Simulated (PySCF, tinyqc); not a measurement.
Inside a calculation. Method: FCI on RHF in the sto-3g basis, for H4, spin multiplicity 1. The lowest restricted solution is unstable here: a spin-polarised one lies 0.0083 hartree lower (PySCF). One step of it, computed by the program tinyqc.

Question. Iteration 1: building the Fock matrix. J_ij = sum D_kl (ij|kl), K_ij = sum D_kl (ik|jl); F = H + J - 0.5 K; E = tr D H + tr D J / 2 - 0.25 tr D K + E_nn.

D at the start, order 1H 1s, 2H 1s, 3H 1s, 4H 1s:
```
[[0.313743, 0.559427, -0.352357, -0.278716],
 [0.559427, 1.313674, -0.089545, -0.352357],
 [-0.352357, -0.089545, 1.313674, 0.559427],
 [-0.278716, -0.352357, 0.559427, 0.313743]]
```

core Hamiltonian H = T + V (hartree), order 1H 1s, 2H 1s, 3H 1s, 4H 1s:
```
[[-1.316124, -0.777274, -0.164750, -0.018468],
 [-0.777274, -1.628336, -0.866481, -0.164750],
 [-0.164750, -0.866481, -1.628336, -0.777274],
 [-0.018468, -0.164750, -0.777274, -1.316124]]
```

Two-electron integrals (ij|kl) in chemists' order, unique and non-zero (hartree):
```
(11|11) 0.774606   (21|11) 0.250632   (21|21) 0.108948   (22|11) 0.435741
(22|21) 0.250632   (22|22) 0.774606   (31|11) 0.034715   (31|21) 0.016922
(31|22) 0.045433   (31|31) 0.003099   (32|11) 0.137089   (32|21) 0.079692
(32|22) 0.263094   (32|31) 0.017575   (32|32) 0.118705   (33|11) 0.235609
(33|21) 0.133093   (33|22) 0.444901   (33|31) 0.034715   (33|32) 0.263094
(33|33) 0.774606   (41|11) 0.002550   (41|21) 0.001359   (41|22) 0.004021
(41|31) 0.000282   (41|32) 0.001777   (41|33) 0.004021   (41|41) 0.000028
(42|11) 0.019185   (42|21) 0.010753   (42|22) 0.034715   (42|31) 0.002515
(42|32) 0.017575   (42|33) 0.045433   (42|41) 0.000282   (42|42) 0.003099
(43|11) 0.079602   (43|21) 0.042461   (43|22) 0.133093   (43|31) 0.010753
(43|32) 0.079692   (43|33) 0.250632   (43|41) 0.001359   (43|42) 0.016922
(43|43) 0.108948   (44|11) 0.156560   (44|21) 0.079602   (44|22) 0.235609
(44|31) 0.019185   (44|32) 0.137089   (44|33) 0.435741   (44|41) 0.002550
(44|42) 0.034715   (44|43) 0.250632   (44|44) 0.774606
```

nuclear repulsion = 2.03770005 hartree

Give: Coulomb J; exchange K; Fock matrix F; total energy of this density.

Answer.

Coulomb J (hartree), order 1H 1s, 2H 1s, 3H 1s, 4H 1s:
```
[[1.4796, 0.7426, 0.1459, 0.0145],
 [0.7426, 2.1362, 0.9086, 0.1459],
 [0.1459, 0.9086, 2.1362, 0.7426],
 [0.0145, 0.1459, 0.7426, 1.4796]]
```

exchange K (hartree), order 1H 1s, 2H 1s, 3H 1s, 4H 1s:
```
[[0.6411, 0.6618, 0.1206, -0.0511],
 [0.6618, 1.3750, 0.6727, 0.1206],
 [0.1206, 0.6727, 1.3750, 0.6618],
 [-0.0511, 0.1206, 0.6618, 0.6411]]
```

Fock matrix F (hartree), order 1H 1s, 2H 1s, 3H 1s, 4H 1s:
```
[[-0.1571, -0.3656, -0.0791, 0.0216],
 [-0.3656, -0.1797, -0.2942, -0.0791],
 [-0.0791, -0.2942, -0.1797, -0.3656],
 [0.0216, -0.0791, -0.3656, -0.1571]]
```

total energy of this density = -1.803410 hartree
